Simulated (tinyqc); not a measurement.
## Permittivity and interface capacitance from two thicknesses

Inverse problem. 1/C = t/(eps0 ek) + 2/ci for planar capacitors that differ only in thickness. Find ek, ci and the EOT of the interfaces, 2 x 3.9 eps0/ci.

Constants: eps0 = 8.8541878128e-14 F/cm where lengths are in cm. Results are converted to the units shown.

C at t = 2.5 and 7.6 nm (uF/cm^2): 3.1935781  1.0724070

Answer. 1/C is a straight line in t: the slope gives ek and the intercept 2/ci. A single thickness would give only the effective permittivity; when the interfaces are a small part of 1/C, ci needs very accurate data.

ek = 9.30
ci = 210 uF/cm^2
EOT of the interfaces = 0.0329 nm

Computed by the program tinyqc: `OMP_NUM_THREADS=1 python tinyqc.py 2102040 2102041 out.jsonl`, one thread of a shared Intel Xeon 2.30GHz, about 0.01 s for the whole run.
